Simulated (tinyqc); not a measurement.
Electron mobility in a silicon inversion layer, empirical terms and Matthiessen rule: two steps of the calculation.

Inversion layer of sheet density Ns on a uniformly doped body. The mobility terms are empirical power laws with prefactors chosen for the exercise; adding their inverses (Matthiessen) is itself an approximation.

Parameters, values chosen for the exercise; material values close to those of silicon: temperature T = 293 K; relative permittivity of the semiconductor eps_r = 11.5; body doping Nb = 1.4e17 cm^-3; weight of the inversion charge in the effective field eta = 0.5; gate capacitance Cox = 0.99 uF/cm^2; phonon-limited mobility at 1 MV/cm and 300 K Ap = 382 cm^2/(V s); roughness-limited mobility at 1 MV/cm As = 1160 cm^2/(V s); exponent of the roughness term gs = 2; Coulomb prefactor Ac = 2600 cm^2/(V s); charge at the interface Nit = 2.6e10 cm^-2; ratio W/L WL = 5; drain voltage Vd = 0.05 V; measured linear current I = 9.7 uA.

Constants: q = 1.602176634e-19 C, eps0 = 8.8541878128e-14 F/cm where lengths are in cm. Results are converted to the units shown.

Task 1. Inversion density for the measured current. I = (W/L) q Ns mu Vd. E = q (Ndep + eta Ns)/(eps0 eps_r) in MV/cm. With t = T/(300 K): muC = Ac (Ns/1e12 cm^-2) t/(Nb/1e17 cm^-3 + Nit/1e11 cm^-2), muP = Ap E^(-1/3) t^(-1.75), muS = As E^(-gs); 1/mu is the sum of the inverses. Ns(new) = I/((W/L) q mu Vd).

Ns at the start = 3.2e11 cm^-2
Ndep = 1.2337833e12 cm^-2

Wanted: E; mu; Ns after iteration 1.

Result 1.

E = 0.21931 MV/cm
mu = 277.85 cm^2/(V s)
Ns after iteration 1 = 8.7159e11 cm^-2

Task 2. Split C-V extraction. Q(Vg) is the trapezoid sum of Cgc from the first point (where Q is taken as 0); mu_eff = I/((W/L) Q Vd); mu_FE = (dI/dVg)/((W/L) Cox Vd) with a backward difference. Listed from point 4 on.

```
point  Vg (V)  Cgc (uF/cm^2)        I (uA)
0           0   1.1166206e-4  2.8241060e-8
1        0.05   5.6578226e-4  7.2523934e-7
2         0.1   0.0028614323  1.8574696e-5
3        0.15    0.014336670  4.6938668e-4
4         0.2    0.068631668   0.011111602
5        0.25     0.27135990    0.19983006
6         0.3     0.65027892     1.7194100
7        0.35     0.89750529     5.9598113
8         0.4     0.97027434     11.844901
9        0.45     0.98604551     18.109815
10        0.5     0.98921739     24.283155
11       0.55     0.98984552     30.227444
12        0.6     0.98996952     35.907189
```

Wanted: Q; mu_eff; mu_FE.

Result 2.

```
point  Q (uC/cm^2)  mu_eff (cm^2/(V s))  mu_FE (cm^2/(V s))
4        0.0026068               17.050             0.85998
5         0.011107               71.968              15.250
6         0.034148               201.41              122.79
7         0.072842               327.27              342.66
8          0.11954               396.36              475.56
9          0.16844               430.05              506.26
10         0.21783               445.92              498.86
11         0.26730               452.33              480.35
12         0.31680               453.38              458.97
```

At the last point mu_FE is 1.2 % above mu_eff.

Computed by the program tinyqc: `OMP_NUM_THREADS=1 python tinyqc.py 2510154 2510155 out.jsonl`, one thread of a shared Intel Xeon 2.30GHz, about 0.01 s for the whole run.
